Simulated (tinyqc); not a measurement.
Resistive crossbar, vector-matrix product with wire resistance: one step of the calculation.

3 rows and 2 columns. Cell (i, j) joins row node wij to column node bij. Each row is driven at its left end through one wire segment rw; neighbouring nodes along a row or a column are joined by rw; each column ends below the last row in one more rw and a virtual ground, where its current is read. Ideal output: I_j = sum_i V_i G_ij.

Question. Node voltages and column currents. Solve A x = b; I_j = b3j/rw.

Inputs (values chosen for the exercise):
```
symbol  value  unit                                     meaning
rw          5   ohm  wire resistance between neighbouring cells
```

A (uS):
```
             w11          w12          w21      w22          w31          w32          b11          b12
w11  4.0028000e5         -2e5            0        0            0            0         -280            0
w12         -2e5  2.0013000e5            0        0            0            0            0         -130
w21            0            0  4.0038000e5     -2e5            0            0            0            0
w22            0            0         -2e5  2.003e5            0            0            0            0
w31            0            0            0        0  4.0037000e5         -2e5            0            0
w32            0            0            0        0         -2e5  2.0036000e5            0            0
b11         -280            0            0        0            0            0  2.0028000e5            0
b12            0         -130            0        0            0            0            0  2.0013000e5
b21            0            0         -380        0            0            0         -2e5            0
b22            0            0            0     -300            0            0            0         -2e5
b31            0            0            0        0         -370            0            0            0
b32            0            0            0        0            0         -360            0            0

             b21      b22          b31          b32
w11            0        0            0            0
w12            0        0            0            0
w21         -380        0            0            0
w22            0     -300            0            0
w31            0        0         -370            0
w32            0        0            0         -360
b11         -2e5        0            0            0
b12            0     -2e5            0            0
b21  4.0038000e5        0         -2e5            0
b22            0  4.003e5            0         -2e5
b31         -2e5        0  4.0037000e5            0
b32            0     -2e5            0  4.0036000e5
```

b (uA): w11 50000, w12 0, w21 52000, w22 0, w31 34000, w32 0, b11 0, b12 0, b21 0, b22 0, b31 0, b32 0

Find: row nodes; column nodes; column currents.

Answer.

row nodes (mV): w11 249.49, w12 249.33, w21 259.13, w22 258.74, w31 169.39, w32 169.08
column nodes (mV): b11 2.3265, b12 1.5580, b21 1.9805, b22 1.3970, b31 1.1459, b32 0.84989
column currents (uA): column 1 229.17, column 2 169.98

Computed by the program tinyqc: `OMP_NUM_THREADS=1 python tinyqc.py 2880103 2880104 out.jsonl`, one thread of a shared Intel Xeon 2.30GHz, about 0.04 s for the whole run.
